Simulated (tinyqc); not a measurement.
# Lifetime from the low-frequency admittance

Problem. At low frequency a p+-n diode with a base of width wb has C_diff/G = (tau/2)(1 - 2 x/sinh 2x), x = wb/sqrt(Dp tau). Find tau, x and the limit of C_diff/G for infinite lifetime, wb^2/(3 Dp).

Inputs (values chosen for the exercise): hole diffusion coefficient Dp = 33 cm^2/s; width of the neutral base wb = 13 um.

G = 84.319156 S/cm^2
C_diff = 1.1567888 uF/cm^2

Answer. The ratio rises steadily with tau from tau/2 (long base) towards wb^2/(3 Dp) (short base), so one lifetime matches as long as the ratio is below that limit.

tau = 1.000e-7 s
x = 0.7156
limit of C_diff/G = 1.707e-8 s

Computed by the program tinyqc: `OMP_NUM_THREADS=1 python tinyqc.py 2890231 2890232 out.jsonl`, one thread of a shared Intel Xeon 2.30GHz, about 0.01 s for the whole run.
